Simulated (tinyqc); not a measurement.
# Longitudinal sound in a periodic multilayer: transfer matrices, stop bands and folded phonons, step by step

A worked calculation. Computed by tinyqc, a small Python program that keeps every step. Command: `OMP_NUM_THREADS=1 python tinyqc.py 3012499 3012500 out.jsonl multilayer walk`. One thread of a shared host (Intel(R) Xeon(R) Processor @ 2.30GHz), about 0.01 s of CPU time with the checks. Intermediate numbers are printed to about 6 digits and carried at full precision; extremes and crossings named in words are read from the listed rows.

Layers 1 and 2 repeat with period d = d_1 + d_2; waves travel normal to the layers, without loss. State vector (u, s): displacement u and stress divided by omega. Impedances Z = rho v are in 1e6 kg/(m^2 s).

Inputs (values chosen for the exercise, modelled on silica (layer 1), aluminium nitride (layer 2) and silica (substrate)): density rho_1 = 2.23 g/cm^3; velocity v_1 = 6060 m/s; thickness d_1 = 164 nm; density rho_2 = 3.26 g/cm^3; velocity v_2 = 11200 m/s; thickness d_2 = 302 nm; substrate density = 2.19 g/cm^3; substrate velocity = 6050 m/s; periods N = 8; frequency f = 6.86 GHz.

## Impedances, mean velocity and Bragg frequency

Z = rho v; interface reflection r = (Z_2 - Z_1)/(Z_2 + Z_1) (stress amplitude, from 1 into 2); Bragg frequency f_B = 1/[2 (d_1/v_1 + d_2/v_2)]; long-wave velocity v_eff = d/sqrt[(d_1/v_1)^2 + (d_2/v_2)^2 + (Z_1/Z_2 + Z_2/Z_1)(d_1/v_1)(d_2/v_2)].

Z_1 = 13.5138

Z_2 = 36.512

Z of the substrate = 13.2495

interface reflection r = 0.459727

Bragg frequency f_B = 9.25463 GHz

long-wave velocity v_eff = 7659.81 m/s

## Transfer matrix of one period

A layer maps (u, s) by [[cos p, sin p/Z], [-Z sin p, cos p]], p = 2 pi f d_i/v_i; one period is M = M_2 M_1, and cos(q d) = trace(M)/2.

phase p_1 = 1.16647 rad

phase p_2 = 1.16223 rad

M:
$$\begin{pmatrix}
-0.155976 & 0.0369161 \\
-18.1174 & -2.12324
\end{pmatrix}$$

trace(M)/2 = -1.13961

|trace/2| > 1: f lies in a stop band, and the amplitude falls by a factor 1.686 a period.

## Transmission through N periods

For N periods A = M^N. A wave comes from a thick layer of material 1 and leaves into the substrate (Z_s): transmitted power T = 4 Z_1 Z_s/|Z_1 A_22 + Z_s A_11 - i (Z_1 Z_s A_12 - A_21)|^2, reflected power R = 1 - T.

A = M^N:
$$\begin{pmatrix}
-26.1050 & -2.20608 \\
1082.68 & 91.4569
\end{pmatrix}$$

transmitted power T = 2.40681e-04

T in decibel = -36.1856 dB

## The first stop band

Gap m contains m f_B; its edges, where trace(M)/2 = (-1)^m, are found by root search. Weak-contrast estimate of the width: (4 f_B/pi) |r sin(m pi a)|, a = (d_1/v_1)/(d_1/v_1 + d_2/v_2).

lower edge = 6.44026 GHz

upper edge = 12.0690 GHz

width/f_B = 60.8208 %

transmitted power at f_B = 4.86382e-07

Caution: so small a transmitted power at f_B holds only for perfect layers and strictly normal incidence.

## The first four gaps

The formulas are those given above.

Stop bands (GHz):
```
m  lower edge  upper edge    width  weak-contrast estimate
1      6.4403     12.0690  5.62874                 5.41711
2     18.4938     18.5248  0.03100                 0.03100
3     24.9496     30.5781  5.62854                 5.41693
4     36.9876     37.0496  0.06200                 0.06200
```

With a = 0.501, gap 1 is the widest and gap 2 the narrowest: the layers are near a quarter wave each at f_B, so the even gaps almost close. The weak-contrast estimate misses the first width by -3.8 % at |r| = 0.46. Odd gaps open at the edge of the folded zone (q = pi/d), even ones at its centre.

## Mirror strength against the number of periods

The formulas are those given above.

Transmitted power:
```
N      T at f_B  T at f_B (dB)       T at f
1      0.417547       -3.79295     0.459815
2     0.0709609       -11.4898     0.141681
3     0.0100313       -19.9864    0.0465447
4    0.00138016       -28.6007    0.0159511
6   2.59178e-05       -45.8640   0.00194853
8   4.86382e-07       -63.1302  2.40681e-04
12  1.71287e-10       -97.6627  3.68290e-06
16  6.03217e-14       -132.195  5.63680e-08
24  7.48116e-21       -201.260  1.32045e-11
```

At f_B each further period removes 8.63 dB at large N, which is 20 log10 of the impedance ratio, 8.63 dB, as for a quarter-wave stack; 99 % reflection needs N = 4 among these rows. At f, in a stop band, T decays as well. Values below about 1e-6 belong to the ideal stack: roughness and scattering into other modes, left out here, set a floor in a real one.

Checks made by the program: trace against Rytov's formula cos p_1 cos p_2 - (1/2)(Z_1/Z_2 + Z_2/Z_1) sin p_1 sin p_2 (relative difference below 1e-10).
